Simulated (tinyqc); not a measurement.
Ellipsometry and reflectance of a transparent film on an absorbing substrate: one step of the calculation.

Air (index 1), film, substrate with N2 = n2 - i k2; time factor exp(+i w t). q_j = sqrt(N_j^2 - sin^2 th), root with positive real part. Fresnel coefficients r_s = (q_a - q_b)/(q_a + q_b), r_p = (N_b^2 q_a - N_a^2 q_b)/(N_b^2 q_a + N_a^2 q_b). tan(Psi) exp(i Delta) = R_p/R_s, Delta taken from 0 to 360 degrees.

Problem. Interface coefficients and thickness period. q0, q1, q2 and the coefficients r01 and r12 for p and s; the results repeat in d with the period lam/(2 q1).

Values chosen for this exercise; indices close to those of silicon dioxide on silicon:
- lam = 800 nm (wavelength)
- th = 70 degrees (angle of incidence)
- n1 = 1.446 (index of the transparent film)
- n2 = 3.692 (index of the substrate)
- k2 = 0.0065 (extinction coefficient of the substrate)

Give: q0; q1; q2; r01,p; r01,s; r12,p; r12,s; period.

Solution.

q0 = 0.34202
q1 = 1.0990
q2 = 3.5704-0.0067i
r01,p = -0.21161
r01,s = -0.52532
r12,p = 0.33482-0.00073i
r12,s = -0.52926+0.00068i
period = 363.95 nm

Program tinyqc, `OMP_NUM_THREADS=1 python tinyqc.py 2870187 2870188 out.jsonl`; Intel Xeon 2.30GHz, shared host, one thread, about 0.01 s.
